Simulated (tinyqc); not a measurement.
## One gate, two gates and a surrounding gate

Below threshold the potential that source and drain add obeys Laplace's equation, vanishes on the gates and decays along the channel as exp(-k y). The same ts (depleted depth over a conducting body, body thickness or wire diameter), ti and permittivities in three geometries; k is the smallest positive root of: one gate, f(k) = eps_r sin(k ti) cos(k ts) + ei cos(k ti) sin(k ts); two gates, f(k) = ei cos(k ti) cos(k ts/2) - eps_r sin(k ti) sin(k ts/2); wire, f(k) = ei J0(u)[J1(u) Y0(v) - Y1(u) J0(v)] - eps_r J1(u)[J0(u) Y0(v) - Y0(u) J0(v)], u = k ts/2, v = u + k ti. Parabolic estimates of l: sqrt((eps_r/ei) ts ti); sqrt((eps_r/(2 ei)) ts ti (1 + ei ts/(4 eps_r ti))); sqrt([2 eps_r ts^2 ln(1 + 2 ti/ts) + ei ts^2]/(16 ei)), in the same order.

Inputs (values chosen for the exercise); permittivities: semiconductor close to that of indium arsenide, insulator close to that of hafnium oxide: relative permittivity of the semiconductor eps_r = 14.9; relative permittivity of the insulator ei = 22.9; insulator thickness ti = 4.9 nm; depletion depth ts = 10 nm.

Scale lengths (nm):

|  | Lambda = pi/k | l = 1/k | l(parabolic) |
|---|---|---|---|
| one gate over a conducting body | 14.03 | 4.467 | 5.646 |
| two gates | 17.43 | 5.549 | 5.333 |
| wire | 11.69 | 3.721 | 3.436 |

What does the comparison show?

The wire has the shortest scale length, 0.670 times that of the double gate; the single gate over a conducting body has 0.805 times it, its layer ending directly on a conductor where the double gate has a second insulator. The parabolic estimates are 26 % above, 3.9 % below and 7.7 % below the exact l, in the order of the rows.

tinyqc, about 0.01 s, one thread, Intel Xeon 2.30GHz (shared host): `OMP_NUM_THREADS=1 python tinyqc.py 2420133 2420134 out.jsonl`
